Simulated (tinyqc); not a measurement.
Electroplating on a thin resistive seed layer: kinetics, Wagner number and the terminal effect across a wafer: one step, computed by the program tinyqc.

Current enters the seed at the rim. The bath is treated as a local resistance per area (no lateral flow in the liquid), two electrons per ion, molar volume 7.11 cm^3/mol, Faraday constant F = e N_A, kinematic viscosity 0.01 cm^2/s, omega = 2 pi x rpm/60; k_B T/e is in volts.

Question. Rate, limit and resistances. Growth rate = i V_m/(2 F). Levich limit i_L = 0.62 x 2 F D^(2/3) omega^(1/2) nu^(-1/6) c. Tafel overpotential eta = (k_B T/(alpha e)) ln(i/i_0); kinetic resistance k_B T/(alpha e i); bath resistance h/kappa + plate; R_s = resistivity/t; Wagner number = kinetic resistance x kappa/R.

Inputs (values chosen for the exercise, of the order of those for copper plating on a thin cobalt or ruthenium seed):
```
quantity                               value         unit
wafer radius R                            10           cm
seed thickness t                          13           nm
seed resistivity                          12  microohm cm
bath conductivity kappa                 0.15         S/cm
gap to the anode h                       3.3           cm
extra resistance of a porous plate        45     ohm cm^2
exchange current density i_0             1.8      mA/cm^2
cathodic transfer coefficient alpha     0.66            -
mean current density                     9.2      mA/cm^2
diffusivity of the metal ion         4.6e-06       cm^2/s
metal ion concentration                 0.62        mol/L
rotation rate                             60          rpm
temperature T                            298            K
```

Constants: e = 1.602176634e-19 C; N_A = 6.02214076e+23 1/mol; k_B = 8.617333262e-05 eV/K.

Give: growth rate; limiting current i_L; overpotential; kinetic resistance; bath resistance R_b; sheet resistance R_s; Wagner number.

Answer.

growth rate = 203.38 nm/min

limiting current i_L = 110.80 mA/cm^2

overpotential = 63.476 mV

kinetic resistance = 4.2292 ohm cm^2

bath resistance R_b = 67 ohm cm^2

sheet resistance R_s = 9.2308 ohm/square

Wagner number = 0.063438
